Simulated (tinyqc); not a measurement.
Absorption edge of a degenerate semiconductor, band filling against gap narrowing: two steps of the calculation.

n-type, parabolic bands, full ionisation. eta = (EF - Ec)/kB T solves N = Nc F12(eta), F12(x) = (2/sqrt(pi)) int_0^infinity sqrt(u)/(1 + exp(u - x)) du. The gap shrinks rigidly by dEg = a3 y^(1/3) + a4 y^(1/4) + a2 y^(1/2), y = N/1e18 cm^-3, an empirical law that is here taken as the true narrowing.

Parameters, values chosen for the exercise; band and dielectric values those of a made-up semiconductor: temperature T = 300 K; band gap Eg = 1.27 eV; conduction-band density of states at 300 K, from me Nc = 8.17e17 cm^-3; electron mass me = 0.102 m0; hole mass mh = 0.692 m0; ionised donor density N = 9e17 cm^-3; coefficient of (N/1e18)^(1/3) a3 = 12.4 meV; coefficient of (N/1e18)^(1/4) a4 = 8.9 meV; coefficient of (N/1e18)^(1/2) a2 = 2.1 meV.

Constants: q = 1.602176634e-19 C, kB = 1.380649e-23 J/K, h = 6.62607015e-34 J s, c = 299792458 m/s, Vt = kB T/q. Results are converted to the units shown.

Problem 1. Fermi level. Newton step on ln F12(eta) = ln(N/Nc): eta(new) = eta - ln(Nc F12/N) F12/Fm, Fm(x) = dF12/dx = (1/sqrt(pi)) int_0^infinity u^(-1/2)/(1 + exp(u - x)) du.

eta at the start (Boltzmann value) = 0.0968

Wanted: F12; Fm; eta after iteration 1.

Solution 1.

F12 = 0.82550
Fm = 0.64224
eta after iteration 1 = 0.46765

Problem 2. The optical edge. Vertical transitions need an empty final state: the edge is taken where the state lies 4 kB T below EF, E_opt = Eg - dEg + (1 + me/mh) max(eta - 4, 0) kB T; wavelength h c/(q E_opt).

converged eta = 0.48041202

Find: dEg; EF - Ec; filling shift; E_opt; wavelength.

Solution 2.

dEg = 22.633 meV
EF - Ec = 12.420 meV
filling shift = 0 meV
E_opt = 1.2474 eV
wavelength = 993.97 nm

The edge lies 22.6 meV below the undoped gap: narrowing outweighs filling.

Range of the model: Band tails, non-parabolic bands and incomplete ionisation are left out.

Program tinyqc, `OMP_NUM_THREADS=1 python tinyqc.py 2330144 2330145 out.jsonl`; Intel Xeon 2.30GHz, shared host, one thread, about 0.01 s.
